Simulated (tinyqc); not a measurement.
Surface Green function of a zigzag honeycomb ribbon two chains wide, Sancho-Rubio decimation: one step of the calculation.

A semi-infinite lead of cells 0, 1, 2, ... with H0 inside a cell and H1 = <cell i|H|cell i + 1>. Cell of four sites joined 1-2-3-4 by -t; site 2 joins site 1 of the next cell and site 3 joins site 4 of the next cell. z = E + i eta.

Question. Self-energy, Dyson check and densities of states. Sigma = H1 g_s H1^dagger is what the lead adds to one more cell, and (z - H0 - Sigma)^(-1) must give g_s back. Densities of states: -Im of the diagonals over pi.

Inputs (values chosen for the exercise): energy E = -4.9 eV; broadening eta = 0.001 eV.

H0 (eV):
```
      1     2     3     4
1     0  -2.3     0     0
2  -2.3     0  -2.3     0
3     0  -2.3     0  -2.3
4     0     0  -2.3     0
```

H1 (eV):
```
      1  2  3     4
1     0  0  0     0
2  -2.3  0  0     0
3     0  0  0  -2.3
4     0  0  0     0
```

converged surface Green function g_s (1/eV):
```
                         1                        2                        3                        4
1  -0.24783926-0.09988233i  -0.09326620-0.21268504i   0.00456583-0.21263200i   0.00216351-0.09980642i
2  -0.09326620-0.21268504i  -0.19879003-0.45307105i   0.00963475-0.45300059i   0.00456583-0.21263200i
3   0.00456583-0.21263200i   0.00963475-0.45300059i  -0.19879003-0.45307105i  -0.09326620-0.21268504i
4   0.00216351-0.09980642i   0.00456583-0.21263200i  -0.09326620-0.21268504i  -0.24783926-0.09988233i
```

converged bulk Green function (1/eV):
```
                         1                        2                        3                        4
1  -0.16136217-0.12559133i   0.04547821-0.13374699i   0.17171529-0.13365869i   0.16122771-0.12544260i
2   0.04547821-0.13374699i  -0.10985417-0.23659467i   0.10968617-0.23650775i   0.17171529-0.13365869i
3   0.17171529-0.13365869i   0.10968617-0.23650775i  -0.10985417-0.23659467i   0.04547821-0.13374699i
4   0.16122771-0.12544260i   0.17171529-0.13365869i   0.04547821-0.13374699i  -0.16136217-0.12559133i
```

Give: Sigma; (z - H0 - Sigma)^(-1); surface density of states; bulk density of states.

Answer.

Sigma (eV):
```
                1                2                3               4
1  0.0000+0.0000i   0.0000+0.0000i   0.0000+0.0000i  0.0000+0.0000i
2  0.0000+0.0000i  -1.3111-0.5284i   0.0114-0.5280i  0.0000+0.0000i
3  0.0000+0.0000i   0.0114-0.5280i  -1.3111-0.5284i  0.0000+0.0000i
4  0.0000+0.0000i   0.0000+0.0000i   0.0000+0.0000i  0.0000+0.0000i
```

(z - H0 - Sigma)^(-1) (1/eV):
```
                   1                  2                  3                  4
1  -0.24784-0.09988i  -0.09327-0.21269i   0.00457-0.21263i   0.00216-0.09981i
2  -0.09327-0.21269i  -0.19879-0.45307i   0.00963-0.45300i   0.00457-0.21263i
3   0.00457-0.21263i   0.00963-0.45300i  -0.19879-0.45307i  -0.09327-0.21269i
4   0.00216-0.09981i   0.00457-0.21263i  -0.09327-0.21269i  -0.24784-0.09988i
```

```
orbital  surface density of states (1/eV)  bulk density of states (1/eV)
1                                 0.03179                       0.039977
2                                 0.14422                       0.075310
3                                 0.14422                       0.075310
4                                 0.03179                       0.039977
```

Computed by the program tinyqc: `OMP_NUM_THREADS=1 python tinyqc.py 2680033 2680034 out.jsonl`, one thread of a shared Intel Xeon 2.30GHz, about 0.05 s for the whole run.
